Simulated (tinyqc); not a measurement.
Electron mobility of a polar semiconductor by Rode's iterative solution of the Boltzmann equation: one step, computed by the program tinyqc.

The distribution is f(E) + e F l(E) (-df/dE) cos(theta) for a weak field F, theta counted from the force; l(E) is a mean free path. Elastic processes enter by their momentum rate, polar optical phonons by out- and in-scattering terms. One valley only: where upper valleys lie close, measured mobilities are lower. The density n is prescribed, even where a narrow-gap material would have more intrinsic carriers.

Task: The first two iterations on one ladder of the grid. Iteration: l_new(E) = [v(E) + c+ l(E + hbar w) + c- l(E - hbar w)]/(nu + S_o), from l = 0.

Inputs (values chosen for the exercise, for a model polar semiconductor): temperature T = 250 K.

Band: parabolic. Elastic processes: acoustic, piezoelectric, impurity.

Points j = s/2, s/2 + s, ... (the first seven rungs, or as many as the grid holds), rates in 1e12/s:
```
E (meV)   v (m/s)         nu       S_o        c+        c-
25.725   286818.4  0.8859669   8.74487  3.647813   0.00000
69.825   472535.9  0.6424170  49.02138  4.404888  17.13897
113.925  603585.6  0.6241385  55.49690  4.540920  26.70650
158.025  710873.4  0.6388651  55.59525  4.535156  29.86093
202.125  803969.1  0.6631308  54.51345  4.483766  31.05714
246.225  887351.0  0.6906678  53.17806  4.416579  31.46326
290.325  963544.0  0.7192283  51.83582  4.344835  31.50117
```

Give: l after iteration 1; l after iteration 2 (all rungs but the last shown).

Result:

l after iteration 1 (nm): 29.781  9.515  10.755  12.641  14.571  16.472  18.334

l after iteration 2 (all rungs but the last shown) (nm): 33.385  20.746  16.306  19.527  23.025  26.486

In-scattering lengthens l on the lowest rung by 12.1 % and on the second by 118.0 % in this step.
